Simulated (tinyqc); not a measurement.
Peak against initial coverage: adsorption as a lattice gas: isotherms with interactions, competition, desorption peaks and saturation dose. Computed by tinyqc, a small Python program. Command: `OMP_NUM_THREADS=1 python tinyqc.py 3028325 3028326 out.jsonl adsorb walk`. One thread of a shared host (Intel(R) Xeon(R) Processor @ 2.30GHz), about 0.2 s of CPU time with the checks.

One adsorbate per site; a molecule needs 2 empty sites. Gas and surface have the same temperature.

Inputs (values chosen for the exercise, for a model surface):
```
quantity                           value  unit
desorption energy E                 2.15    eV
prefactor nu                     1.5e+12   1/s
pair energy w (positive repels)    0.026    eV
neighbours z                           3     -
heating rate beta                      5   K/s
```

Adsorption: dissociative (second order).

Constants: k_B = 8.617333262e-05 eV/K.

Method. Heating at the rate beta: d theta/dT = -(nu/beta) theta^2 exp(-[E - 2 z w theta]/(k_B T)). Integrated numerically (relative tolerance 1e-9); T_p is the maximum of the rate.

Peak temperatures (K):
```
theta_0   w = 0  with w
0.1      901.64  896.25
0.3      869.46  853.82
0.5      855.25  829.48
0.7      846.13  810.25
0.9      839.44  793.45
```

What follows from these numbers?

Without interaction the peak moves down by 62.2 K, the mark of second order; with w it moves by -102.8 K.

Extremes, crossings and ranges named in words are read from the listed rows.
